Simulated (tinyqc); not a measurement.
What each parameter does: trap in a gate oxide as a short-range spherical well.

A spherical well of radius R and depth V0 below the conduction edge, one mass m, c = hbar^2/2m0. The s level at binding Et solves k cot(k R) = -kappa with k = sqrt(m (V0 - Et)/c), kappa = sqrt(m Et/c); it exists for V0 > Vc = c (pi/2R)^2/m. Outside, psi falls as exp(-kappa r)/r.

Energies from the conduction edge of the channel. The trap level at depth x is E_T = dEc - Et - e Fox x (1 MV/cm = 0.01 eV/angstrom). An electron at the channel edge tunnels with the WKB exponent S = (4/3) sqrt(m/c) [dEc^(3/2) - (dEc - e Fox x)^(3/2)]/(e Fox), c = hbar^2/2m0; tau = t0 exp(S); the occupation is f = 1/(1 + exp((E_T - EF)/kB T)), tau_c = tau/f and tau_e = tau/(1 - f). Lattice relaxation is left out; a level below the channel edge needs phonons as well, so tau is then a lower bound, while a level above it can also empty elastically at its own energy, through a thinner barrier, faster than this tau.

Constants: hbar^2/2m0 = 3.80998211 eV angstrom^2; kB = 8.617333262e-05 eV/K.

Values chosen for the exercise (near those of HfO2 on Si; shifted at random, so the results belong to these values and not to a real crystal): R = 5 angstrom (radius of the well); V0 = 4.13 eV (depth of the well); m = 0.212 m0 (mass); dEc = 1.46 eV (conduction offset to the channel); Fox = 1.2 MV/cm (oxide field, lowering levels away from the channel); t0 = 4 x 1e-11 s (time constant at the interface); T = 300 K (temperature); EF = -0.1 eV (Fermi level above the channel edge); x = 14 angstrom (depth of the trap).

Et from the well, then the level and the time.

One parameter was then changed.

Results before and after:
```
case     Et (eV)  E_T (eV)  log10 tau (s)  ln(tau_c/tau_e)
base       1.002     0.290          -7.03             15.1
changed    1.142     0.150          -7.03              9.7
```

Which of these changes was made? (a) Fox = 2.2 MV/cm; (b) x = 16 angstrom; (c) T = 350 K; (d) EF = -0.05 eV; (e) dEc = 1.34 eV; (f) m = 0.233 m0; (g) V0 = 4.34 eV.

Answer: (g) V0 = 4.34 eV. Of the candidates, run in turn, only this one gives the changed row.

All candidates:
```
case             Et (eV)  E_T (eV)  log10 tau (s)  ln(tau_c/tau_e)
base               1.002     0.290          -7.03             15.1
x = 16 angstrom    1.002     0.266          -6.57             14.1
Fox = 2.2 MV/cm    1.002     0.150          -7.12              9.7
dEc = 1.34 eV      1.002     0.170          -7.18             10.4
m = 0.233 m0       1.162     0.130          -6.87              8.9
V0 = 4.34 eV       1.142     0.150          -7.03              9.7
T = 350 K          1.002     0.290          -7.03             12.9
EF = -0.05 eV      1.002     0.290          -7.03             13.1
```

(tinyqc, `OMP_NUM_THREADS=1 python tinyqc.py 1281144 1281145 out.jsonl`, Intel(R) Xeon(R) Processor @ 2.30GHz, 1 thread, shared host, about 0.01 s.)
